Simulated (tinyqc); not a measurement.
Worked calculation: donor or exciton in a quantum well (variational effective-mass method). Computed by tinyqc, a small Python program that keeps every step. Command: `OMP_NUM_THREADS=1 python tinyqc.py 3002689 3002690 out.jsonl welldonor walk`. One thread of a shared host (Intel(R) Xeon(R) Processor @ 2.30GHz), about 0.2 s of CPU time with the checks. Intermediate numbers are printed to about 5 digits and carried at full precision; extremes and crossings named in words are read from the listed rows.

H = -nabla^2 - 2/|r - r_i| + V(z) in effective units; trial function psi = f(z) exp(-|r - r_i|/lambda), f the ground state of the well. Mass and screening are the same in well and barrier; l = L/a* is the width in effective units. Bands are flat: no polarisation or applied field.

Inputs (values chosen for the exercise, modelled on GaN):
```
quantity                              value  unit
electron mass m                       0.203   m_0
dielectric constant eps                9.46     -
well width L                            8.7    nm
trial radius lambda                    0.41    a*
donor position z_i/L from the centre    0.4     -
barrier height V_0                     0.35    eV
```

Centre: donor. Barriers: finite.

Constants: Ry = 13.605693123 eV; a_0 = 0.529177210903 angstrom.

## Effective units

Ry* = Ry m/eps^2, a* = a_0 eps/m; l = L/a*.

mass used = 0.203 m_0

Ry* = 30.863 meV

a* = 2.4660 nm

l = 3.5280

## The subband

k solves k tan(k l/2) = sqrt(v - k^2), v = V_0/Ry*, 0 < k l/2 < pi/2 (bisection); f = cos(k z) inside and cos(k l/2) exp(-kappa (|z| - l/2)) outside, kappa = sqrt(v - k^2); subband energy k^2 Ry*.

k = 0.76122 1/a*

subband energy = 17.884 meV

kappa = 3.2804 1/a*

## Binding at the trial radius

Binding E_b(lambda) = -1/lambda^2 + 4 A/(lambda B), with A = int f^2 exp(-2 s/lambda) dz, B = int f^2 exp(-2 s/lambda)(1 + 2 s/lambda) dz and s = |z - z_i|; 40 Gauss-Legendre points on each piece between the walls at z = -l/2 and l/2 and z_i, and out to 12/(kappa + 1/lambda) beyond the walls.

A = 0.10275 a*

B = 0.22197 a*

E_b(lambda) = -1.4326 Ry*

## Best radius

Golden-section search for the maximum over lambda from 0.3 to 4, 40 steps.

best lambda = 1.2842 a*

binding in Ry* = 0.85241

binding energy = 26.308 meV

radius lambda a* = 3.1668 nm

Confinement changes the binding by a factor 0.852 against the bulk value (with finite barriers it peaks in a narrow well and returns to 1 as L tends to 0, and away from the walls of a wide well it tends to 1).

## Binding against well width

Each row maximises over lambda (golden section, 0.3 to 4).

Against width:
```
L (nm)  lambda (a*)  binding (Ry*)  binding (meV)
0.7          0.9089         1.7688         54.589
1.3          0.9351         1.7650         54.472
2.6          1.0598         1.4612         45.097
4.8          1.2145         1.1166         34.463
8.7          1.2842         0.8524         26.308
16.0         1.1181         0.7287         22.491
28.0         0.9882         0.7765         23.964
```

The binding is largest in the narrowest well, 1.769 Ry* at 0.70 nm; the turn-over that leakage brings lies below these widths. In the widest well it is 0.776 Ry*; below 1 because the donor is off centre, where the envelope is small. Rows under about 2 nm are a few atomic layers, where the envelope model is only a guide.

## Binding against position

The formulas are those given above.

Against position:
```
z_i/L  lambda (a*)  binding (Ry*)  binding (meV)
0.0         1.0501         1.3620         42.034
0.1         1.0497         1.3326         41.127
0.2         1.0556         1.2404         38.283
0.3         1.0993         1.0765         33.224
0.4         1.2842         0.8524         26.308
0.5         1.7174         0.6519         20.118
```

From the centre to the wall the binding falls from 42.034 to 20.118 meV, 48 % of the centre value, since the walls keep the electron away from an off-centre ion; uniform doping thus gives a band of levels 21.916 meV wide, with a peak in its density at the centre value, where the slope vanishes.

Checks made by the program: the wide-well limit, 1 Ry* (relative difference 3e-03).
